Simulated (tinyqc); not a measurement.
Thin-body transistor below threshold, two-dimensional Poisson equation on a small mesh: one step of the calculation.

A thin body on a thick buried insulator of low permittivity, taken as carrying no normal field at the bottom of the body (row 0). Mobile charge is neglected (subthreshold), the body is fully depleted, and potentials are counted from the intrinsic level; rows run upward to the gate, columns from source to drain.

Task. Barrier, swing and barrier lowering. The barrier is read along row 0, the path farthest from the gate. Take the node j of lowest psi: barrier Vbi - psi_j; swing Vt ln 10/(d psi_j/dVg); DIBL = (d psi_j/dVd)/(d psi_j/dVg). The derivatives solve the same equations with s = 0 and a unit change of that voltage.

Values chosen for this exercise:
- T = 400 K (temperature)
- Vbi = 0.58 V (potential of the source)

Constants: q = 1.602176634e-19 C, kB = 1.380649e-23 J/K, Vt = kB T/q. Results are converted to the units shown.

converged psi (V):
```
              j=0         j=1         j=2         j=3         j=4         j=5         j=6
row 0   0.5800000   0.3473811   0.2317540   0.2416048   0.3911383   0.7278423   1.2800000
row 1   0.5800000   0.3366369   0.2202305   0.2287768   0.3739491   0.7080557   1.2800000
row 2   0.5800000   0.3025742   0.1857566   0.1908542   0.3220578   0.6445846   1.2800000
row 3   0.5800000   0.2390120   0.1288900   0.1297693   0.2350255   0.5236443   1.2800000
row 4  -0.0500000  -0.0500000  -0.0500000  -0.0500000  -0.0500000  -0.0500000  -0.0500000
```

d psi/dVg on row 0: j=0 0.00000000, j=1 0.40039626, j=2 0.63117742, j=3 0.70244410, j=4 0.63117742, j=5 0.40039626, j=6 0.00000000
d psi/dVd on row 0: j=0 0.0000000, j=1 0.0280439, j=2 0.0705654, j=3 0.1487779, j=4 0.2982572, j=5 0.5715599, j=6 1.0000000

Give: j; barrier; swing; DIBL.

Result.

j = 2
barrier = 0.34825 V
swing = 125.75 mV/decade
DIBL = 111.80 mV/V

tinyqc, about 0.1 s, one thread, Intel Xeon 2.30GHz (shared host): `OMP_NUM_THREADS=1 python tinyqc.py 2480033 2480034 out.jsonl`
